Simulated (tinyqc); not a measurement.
Shallow acceptor in the spherical model (Baldereschi-Lipari), strong spin-orbit limit: one step, computed by the program tinyqc. Command: `OMP_NUM_THREADS=1 python tinyqc.py 3020187 3020188 out.jsonl acceptor walk`. One thread of a shared host (Intel(R) Xeon(R) Processor @ 2.30GHz), about 0.01 s of CPU time with the checks.

The 1S(3/2) state has an s envelope f(r) and a d envelope g(r). In effective units they obey -(f'' + 2f'/r + 2f/r) + mu (g'' + 5g'/r + 3g/r^2) = E f and -(g'' + 2g'/r - 6g/r^2 + 2g/r) + mu (f'' - f'/r) = E g. The cubic term, the split-off band and the central cell are left out.

Task: Lowest level in the small basis. H c = E S c with c^T S c = 1 and the largest component positive; the d weight is the part of the norm in g.

H (Ry*), lower triangle (symmetric):
```
            f1        f2        f3        g1        g2        g3
f1     -0.9831
f2  -0.8638199  0.183744
f3  -0.5446820  2.545951  15.08973
g1   0.5260526  1.191509  1.543061    0.8961
g2   0.7194018  3.030063  6.863093  2.045129  8.084736
g3   0.6264672  4.143754  17.45316  2.337207  14.90308  53.58376
```

S, lower triangle (symmetric):
```
          f1        f2        f3        g1        g2        g3
f1  1.000000
f2  0.756781  1.000000
f3  0.358000  0.756781  1.000000
g1  0.000000  0.000000  0.000000  1.000000
g2  0.000000  0.000000  0.000000  0.628468  1.000000
g3  0.000000  0.000000  0.000000  0.180498  0.628468  1.000000
```

Give: E; coefficients; d weight.

Result:

E = -1.255 Ry*

coefficients: f1 0.5656, f2 0.4729, f3 -0.0424, g1 -0.2196, g2 -0.1314, g3 0.0192

d weight = 0.09746

Caution: gamma_3 and gamma_2 differ by more than 0.17 gamma_1: band warping, left out here, adds several per cent to the binding.
